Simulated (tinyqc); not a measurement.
MOSFET in saturation, small-signal circuit and noise: one step of the calculation.

Bias by the inversion coefficient IC = I/Ispec (charge-based model with velocity saturation; weak inversion below 0.1, strong above 10). Common-source circuit: gm, gds, Cgs, Cgd and Cj at the inner nodes, Rg in series with the gate; quasi-static, no source or drain resistance, no gate-body capacitance, no substrate network, no induced gate noise, so fmax is an upper estimate.

Question. Noise at the gate. Channel noise Sid = 4 kB T gam n gm with gam = (1/2 + (2/3) qs)/(1 + qs) + gw lc IC, qs = [sqrt(1 + 4 IC) - 1]/2, lc = Ls/L (the last term an empirical rise with velocity saturation); at the gate, white noise Sw = Sid/gm^2 + 4 kB T Rg. Number fluctuation with correlated mobility: S(f) = K/f, K = q^2 Vt lt Nt/(W L Cox^2) (1 + ac mu Cox I/gm)^2, Vt in eV with Nt per eV. Corner fc = K/Sw. Full shot noise would be 2 q I.

Values chosen for this exercise:

| symbol | value | unit | meaning |
|---|---|---|---|
| T | 273 | K | temperature |
| L | 65 | nm | gate length |
| W | 5 | um | total gate width |
| Cox | 1.85 | uF/cm^2 | gate capacitance |
| mu | 300 | cm^2/(V s) | mobility |
| n | 1.23 |  | slope factor |
| Ls | 20 | nm | velocity-saturation length |
| IC | 0.31 |  | inversion coefficient |
| gw | 0.04 |  | short-channel excess of the noise factor |
| Nt | 7.4e17 | cm^-3 eV^-1 | oxide trap density |
| lt | 0.1 | nm | tunnelling length into the oxide |
| ac | 0 | V s/C | Coulomb scattering coefficient |

Constants: q = 1.602176634e-19 C, kB = 1.380649e-23 J/K, Vt = kB T/q. Results are converted to the units shown.

I = 18.018453 uA
gm = 0.48304865 mS
Rg = 40.961538 ohm

Wanted: gam; Sid; Sid/(2 q I); sqrt(Sw); K; fc.

Answer.

gam = 0.53697
Sid = 4.8101e-24 A^2/Hz
Sid/(2 q I) = 0.83309
sqrt(Sw) = 4.6078 nV/Hz^0.5
K = 4.0175e-10 V^2
fc = 18.922 MHz

The gate resistance gives 2.9 % of the white noise power.

tinyqc, about 0.01 s, one thread, Intel Xeon 2.30GHz (shared host): `OMP_NUM_THREADS=1 python tinyqc.py 2150008 2150009 out.jsonl`
